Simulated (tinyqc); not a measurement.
# Length offset and series resistance from crossing lines

Question. R_total = Rs + k (L - dL)/Vo with constant Rs, dL and k. Find k, dL and Rs.

R_total at (L, Vo) = (50, 0.32), (100, 0.32), (50, 1) and (100, 1), L in nm and Vo in V (ohm um): 673.75000  1205  399.2  569.2

Solution. At each overdrive R is a straight line in L with slope k/Vo; the two lines cross at L = dL, R = Rs.

k = 3.40 ohm um V/nm
dL = 12.0 nm
Rs = 270 ohm um

tinyqc, about 0.03 s, one thread, Intel Xeon 2.30GHz (shared host): `OMP_NUM_THREADS=1 python tinyqc.py 2282093 2282094 out.jsonl`
